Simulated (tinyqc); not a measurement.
Non-radiative capture by multiphonon emission, one effective mode. Changing the Huang-Rhys factor S. Computed by tinyqc, a small Python program. Command: `OMP_NUM_THREADS=1 python tinyqc.py 3031464 3031465 out.jsonl capture sweep`. One thread of a shared host (Intel(R) Xeon(R) Processor @ 2.30GHz), about 0.04 s of CPU time with the checks.

The initial state (free carrier plus empty centre) lies dE above the final state; both have the same frequency and are displaced by dQ.

Inputs (values chosen for the exercise, for a model semiconductor):
```
quantity                     value                   unit
energy released dE           0.544                     eV
phonon energy hbar omega        39                    meV
electron-phonon coupling W  0.0059  eV/(u^(1/2) angstrom)
cell volume V                 1550             angstrom^3
degeneracy g                     4                      -
broadening b                    26                    meV
carrier mass m                0.66                    m_0
dielectric constant eps       15.7                      -
temperature T                  200                      K
defect density N_t           8e+15                  cm^-3
```

Centre: attractive.

Constants: hbar^2/u = 4.18015928e-03 eV angstrom^2; k_B = 8.617333262e-05 eV/K; hbar = 6.582119569e-16 eV s; Ry = 13.605693123 eV; k_B = 1.380649e-23 J/K; m_0 = 9.1093837015e-31 kg.

Method:
- dQ = sqrt(2 S (hbar^2/u)/hbar omega); relaxation energy lambda = S hbar omega; phonons needed P = dE/hbar omega; classical barrier E_b = (dE - lambda)^2/(4 lambda); occupation n = 1/(exp(hbar omega/k_B T) - 1).
- Huang-Rhys weight for a net emission of p phonons: L_p = exp(-S (2n + 1)) ((n + 1)/n)^(p/2) I_p(2 S sqrt(n (n + 1))), I_p the modified Bessel function.
- M_p = sum_m w_m <m_i|Q|(m + p)_f>^2 with Q counted from the final minimum and Boltzmann weights w_m for m = 0..24; <m_i|Q|k_f> = sqrt((hbar^2/u)/(2 hbar omega)) [sqrt(k) <m|k-1> + sqrt(k+1) <m|k+1>], with overlaps of oscillators displaced by d = sqrt(2 S) summed on 1500 points from -16 to 16 + d.
- The delta function is a Gaussian of standard deviation b at dE - p hbar omega.
- C_0 = V (2 pi/hbar) g W^2 sum_p M_p Gaussian_p. The sum runs over the seven p from round(P) - 3 to round(P) + 3; 1 angstrom^3 = 1e-24 cm^3.
- Sommerfeld factor of an attractive centre: s(k) = 2 pi nu/(1 - exp(-2 pi nu)), nu = sqrt(Ry*/E), Ry* = Ry m/eps^2, averaged over (2/sqrt(pi)) sqrt(x) exp(-x) dx with x = E/k_B T = t^2 (trapezoid, t to 6 in steps of 0.01).
- C = s C_0; v = sqrt(3 k_B T/m); sigma = C/v; tau = 1/(C N_t).

One run for each value:
```
Huang-Rhys factor S  capture coefficient C (cm^3/s)  classical barrier E_b (eV)  dQ (u^(1/2) angstrom)
3.3                                      7.1229e-11                  3.3503e-01                 0.8411
4.2                                      5.5903e-10                  2.2062e-01                 0.9489
5.2                                      2.8850e-09                  1.4351e-01                 1.0558
6.5                                      1.2733e-08                  8.3225e-02                 1.1804
8.2                                      4.3925e-08                  3.9295e-02                 1.3258
10.0                                     9.3645e-08                  1.5203e-02                 1.4641
13.0                                     1.5228e-07                  6.7505e-04                 1.6694
16.0                                     1.3663e-07                  2.5641e-03                 1.8520
20.0                                     6.8438e-08                  1.7851e-02                 2.0706
```

Over the rows, capture coefficient C (cm^3/s) goes from 7.12e-11 through a maximum among these rows, 1.52e-7 at 13.0, to 6.84e-8; classical barrier E_b (eV) goes from 0.335 through a minimum among these rows, 6.75e-4 at 13.0, to 0.0179; dQ (u^(1/2) angstrom) rises from 0.841 to 2.07 (exponent d ln y / d ln x about 0.50 throughout). The barrier vanishes where S equals the number of phonons needed, dE/hbar omega = 13.9.

Caution (rows 3.30): the largest term is not the one nearest energy conservation, so C_0 depends strongly on the broadening b.

Extremes, crossings and ranges named in words are read from the listed rows.
